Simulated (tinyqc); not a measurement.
# Kinetic Monte Carlo and master equation for a particle on a ring of sites with traps and bias, step by step

A worked calculation. Computed by tinyqc, a small Python program that keeps every step. Command: `OMP_NUM_THREADS=1 python tinyqc.py 3017553 3017554 out.jsonl kmc walk`. One thread of a shared host (Intel(R) Xeon(R) Processor @ 2.30GHz), about 0.07 s of CPU time with the checks. Intermediate numbers are printed to about 6 digits and carried at full precision; extremes and crossings named in words are read from the listed rows.

8 sites on a ring, numbered 1 to 8. The saddle between i and i+1 lies at E0 + s b_i and site i at s eps_i; a force F tilts the landscape, with the saddle half-way.

Inputs (values chosen for the exercise, for a model defect):

| quantity | value | unit |
|---|---|---|
| reference barrier E0 | 0.55 | eV |
| scale factor s of the disorder | 1 | - |
| attempt frequency nu | 2.9 | THz |
| temperature T | 350 | K |
| site spacing a | 2.3 | angstrom |
| force F along the ring | 0.0002 | eV/angstrom |
| seed of the random numbers | 581323 | - |

Disorder: random barriers.

site energies eps_i (eV): 0  0  0  0  0  0  0  0

saddle shifts b_i between sites i and i+1 (eV): 0.022  0.025  -0.036  -0.043  0.028  -0.018  0.014  -0.0057

Constants: k_B = 8.617333262e-05 eV/K.

## Rate table

Rates: k(i to i+1) = nu exp(-(E0 + s b_i - s eps_i - F a/2)/(k_B T)), k(i to i-1) = nu exp(-(E0 + s b_(i-1) - s eps_i + F a/2)/(k_B T)). Share right = k right/(k right + k left); mean stay = 1/(k right + k left).

Rates, shares of right hops and mean stays:

| site | k right (1/s) | k left (1/s) | share right | mean stay (s) |
|---|---|---|---|---|
| 1 | 16954 | 41832 | 0.288401 | 1.70108e-05 |
| 2 | 15349 | 16697 | 0.478959 | 3.12050e-05 |
| 3 | 115994 | 15116 | 0.884704 | 7.62715e-06 |
| 4 | 146296 | 114238 | 0.561522 | 3.83827e-06 |
| 5 | 13896 | 144081 | 0.087960 | 6.33004e-06 |
| 6 | 63863 | 13685 | 0.823525 | 1.28953e-05 |
| 7 | 22104 | 62896 | 0.260045 | 1.17647e-05 |
| 8 | 42475 | 21769 | 0.661149 | 1.55656e-05 |

The particle stays longest on site 2, 8.1 times as long as on the quickest site.

## Twelve steps of the residence-time algorithm

Random numbers:

| step | r1 | r2 |
|---|---|---|
| 1 | 0.4746 | 0.9351 |
| 2 | 0.8901 | 0.2070 |
| 3 | 0.3473 | 0.0132 |
| 4 | 0.0174 | 0.3831 |
| 5 | 0.5056 | 0.5806 |
| 6 | 0.9404 | 0.7928 |
| 7 | 0.8221 | 0.4361 |
| 8 | 0.5266 | 0.9566 |
| 9 | 0.9834 | 0.1229 |
| 10 | 0.1988 | 0.7589 |
| 11 | 0.3479 | 0.8487 |
| 12 | 0.4691 | 0.9395 |

Start on site 1 at t = 0. Hop right if r1 is below the share right, else left; advance the clock by -ln(r2) times the mean stay.

Trajectory:

| step | site | hop | wait (s) | clock (s) | net hops |
|---|---|---|---|---|---|
| 1 | 1 | left | 1.14145e-06 | 1.14145e-06 | -1 |
| 2 | 8 | left | 2.45163e-05 | 2.56578e-05 | -2 |
| 3 | 7 | left | 5.09123e-05 | 7.65701e-05 | -3 |
| 4 | 6 | right | 1.23725e-05 | 8.89426e-05 | -2 |
| 5 | 7 | left | 6.39640e-06 | 9.53390e-05 | -3 |
| 6 | 6 | left | 2.99408e-06 | 9.83330e-05 | -4 |
| 7 | 5 | left | 5.25320e-06 | 1.03586e-04 | -5 |
| 8 | 4 | right | 1.70304e-07 | 1.03757e-04 | -4 |
| 9 | 5 | left | 1.32702e-05 | 1.17027e-04 | -5 |
| 10 | 4 | right | 1.05892e-06 | 1.18086e-04 | -4 |
| 11 | 5 | left | 1.03844e-06 | 1.19124e-04 | -5 |
| 12 | 4 | right | 2.39537e-07 | 1.19364e-04 | -4 |

## Steady state

Master equation dP/dt = W P, W_(i+1,i) = k right, W_(i-1,i) = k left, columns summing to zero. The steady state is its null vector; drift v = a sum P_i (k right - k left). D = a^2 lambda''(0)/2, where lambda(q) is the leading eigenvalue of W with right hops weighted by exp(q) and left hops by exp(-q). The slowest relaxation rate is minus the real part of the next eigenvalue of W. 1 angstrom = 1e-8 cm.

occupations P_i: 0.125853  0.124724  0.123258  0.124705  0.126267  0.124471  0.125571  0.125152

drift velocity v = 9.40883e-06 cm/s

diffusivity D = 1.41898e-11 cm^2/s

slowest relaxation rate = 11564.0 1/s

The Boltzmann occupations exp(-s eps_i/(k_B T))/Z differ from these by at most 0.0017: the current piles particles up in front of high saddles.

## Closed form at zero force

At zero force D0 = a^2 nu exp(-E0/(k_B T)) / [<exp(-s eps/(k_B T))> <exp(s b/(k_B T))>], with means over the ring; Einstein relation v = D0 F/(k_B T); 1 angstrom = 1e-8 cm.

zero-force diffusivity D0 = 1.41887e-11 cm^2/s

D0 over the value without disorder = 0.768671

Einstein drift = 9.40874e-06 cm/s

F a/(k_B T) = 0.015; the true drift is 1.0000 times the Einstein value.

## Sampled drift against the exact one

400 independent walkers start on sites drawn with weights P_i (k right + k left), the steady shares of hops (random numbers not printed); the estimate is total displacement over total time, with its standard error from the spread between walkers.

Drift from sampling:

| hops per walker | estimate (cm/s) | standard error (cm/s) | deviation in standard errors |
|---|---|---|---|
| 10 | -2.16524e-05 | 2.79144e-05 | -1.11273 |
| 30 | 3.96546e-07 | 1.64792e-05 | -0.54689 |
| 100 | 7.93904e-06 | 8.88179e-06 | -0.16548 |
| 300 | 1.18209e-05 | 4.86012e-06 | 0.49630 |
| 1000 | 1.12655e-05 | 2.80170e-06 | 0.66268 |
| 3000 | 1.13601e-05 | 1.63800e-06 | 1.19124 |

The exact drift is 9.409e-6 cm/s. The standard error falls by a factor 3.17 from 100 to 1000 hops (sqrt10 = 3.16), and in the last row it is 17 % of the drift: a weak force is hard to see under thermal hops, which is why such runs use the Einstein relation instead.

Checks made by the program: closed form against the master equation at zero force (relative difference 1e-06).
